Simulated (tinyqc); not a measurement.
What each parameter does: quaternary alloy A(x)B(1-x)C(y)D(1-y) matched to a substrate.

Q(x,y) = x y Q_AC + x (1 - y) Q_AD + (1 - x) y Q_BC + (1 - x)(1 - y) Q_BD for the lattice constant. Gap, rule 1: Q(x,y) - x (1 - x)[y C_ABC + (1 - y) C_ABD] - y (1 - y)[x C_ACD + (1 - x) C_BCD]. Rule 2 (mean of ternaries): {x (1 - x)[y T_ABC(x) + (1 - y) T_ABD(x)] + y (1 - y)[x T_ACD(y) + (1 - x) T_BCD(y)]}/{x (1 - x) + y (1 - y)}, T_ABC(x) = x E_AC + (1 - x) E_BC - C_ABC x (1 - x), T_ACD(y) = y E_AC + (1 - y) E_AD - C_ACD y (1 - y), and alike. Only the Gamma valley is followed.

Matching a(x,y) = a_s gives x = (a_s - y a_BC - (1 - y) a_BD)/(y (a_AC - a_BC) + (1 - y)(a_AD - a_BD)).

Values chosen for the exercise (AC, AD, BC, BD near GaAs, GaSb, InAs and InSb; substrate near InP; the results hold for these values, not for the real material):

| symbol | value | unit | meaning |
|---|---|---|---|
| a | (5.656, 6.088, 6.062, 6.47) | angstrom | lattice constants of AC, AD, BC, BD |
| Eg | (1.531, 0.814, 0.411, 0.236) | eV | gaps at Gamma of AC, AD, BC, BD |
| Cb | (0.456, 0.392, 1.4, 0.63) | eV | bowing of ABC, ABD, ACD, BCD |
| a_s | 5.873 | angstrom | substrate |
| y | 0.73 |  | fraction of C |

x is matched anew each time. Each row changes one parameter from the base and keeps the others.

Results:

| case | x | rule 1 (eV) | rule 2 (eV) |
|---|---|---|---|
| base | 0.7488 | 0.7725 | 0.9308 |
| y = 0.74 | 0.7381 | 0.7727 | 0.9306 |
| a_s = 5.869 angstrom | 0.7588 | 0.7829 | 0.9398 |
| Cb = (0.547, 0.47, 1.68, 0.756) eV | 0.7488 | 0.7085 | 0.8985 |
| Eg = (1.581, 0.814, 0.411, 0.236) eV | 0.7488 | 0.7998 | 0.9582 |
| a = (5.666, 6.088, 6.062, 6.47) angstrom | 0.7627 | 0.7871 | 0.9433 |

The largest shifts from the base row, up to three for each result and ties (the steps differ in size, so this ranks the rows, not the parameters). x: a +0.0139, y -0.0107, a_s +0.0100; unchanged at the printed digits by Cb and Eg. rule 1 (eV): Cb -0.0640, Eg +0.0273, a +0.0146. rule 2 (eV): Cb -0.0324, Eg +0.0273, a +0.0125.

tinyqc: `OMP_NUM_THREADS=1 python tinyqc.py 1050156 1050157 out.jsonl`; about 0.01 s, one thread, shared Intel(R) Xeon(R) Processor @ 2.30GHz.
